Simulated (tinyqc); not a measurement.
Depolarisation shift: optical transitions of a finite quantum well.

Each carrier sees a square well of width L with its own depth V and masses m (inside), mb (outside); c = hbar^2/2m0, k = sqrt(m E/c), kappa = sqrt(mb (V - E)/c), and level n solves k L + 2 atan[(k/m)/(kappa/mb)] = n pi. The envelope is cos(kz) for odd n and sin(kz) for even n inside, joins exp(-kappa (|z| - L/2)) outside, and is normalised to 1. Excitons and band mixing are left out.

Constants: hbar^2/2m0 = 3.80998211 eV angstrom^2; e^2/(4 pi eps0) = 14.39964547 eV angstrom.

Parameters, chosen for this exercise (near those of a GaAs well in AlGaAs; the results hold for these values, not for the real material): L = 102 angstrom (well width); Vc = 0.251 eV (conduction offset); me = 0.0687 m0 (electron, well); meb = 0.0927 m0 (electron, barrier); eps = 12.2 (background dielectric constant); Nss = (0.021, 0.052, 0.1, 0.21, 0.32, 0.42, 0.63) x 1e12/cm^2 (sheet densities).

The collective line lies at E12 sqrt(1 + a), a = 8 pi q (n1 - n2) S/(eps E12), q = e^2/(4 pi eps0), S = integral over z of (integral up to z of psi_1 psi_2)^2. Zero temperature with the mass me in both subbands: n1 - n2 = Ns until Ns reaches D E12, D = me/(2 pi c), and D E12 beyond. 1e12/cm^2 = 1e-4/angstrom^2; exchange and the static band bending by the charge are left out.

Line position:

| Ns (1e12/cm^2) | n1 - n2 | a | line (meV) | shift (meV) |
|---|---|---|---|---|
| 0.021 | 0.021 | 0.0056 | 86.04 | 0.24 |
| 0.052 | 0.052 | 0.0138 | 86.39 | 0.59 |
| 0.10 | 0.100 | 0.0266 | 86.93 | 1.13 |
| 0.21 | 0.210 | 0.0558 | 88.16 | 2.36 |
| 0.32 | 0.320 | 0.0851 | 89.37 | 3.57 |
| 0.42 | 0.420 | 0.1116 | 90.46 | 4.66 |
| 0.63 | 0.630 | 0.1674 | 92.70 | 6.91 |

S = 7.688 angstrom
E12 = 85.80 meV

What can be read from this table?

The upward shift grows from 0.24 to 6.91 meV, 8.0 % of E12 at most. For small a the shift is a E12/2, linear in Ns; in the last row that rule gives 7.18 meV. S/L = 0.0754, against 5/(9 pi^2) = 0.0563 for hard walls.

Run: tinyqc, `OMP_NUM_THREADS=1 python tinyqc.py 1251446 1251447 out.jsonl`; Intel(R) Xeon(R) Processor @ 2.30GHz, one thread, shared host; about 0.04 s of CPU time with all checks.
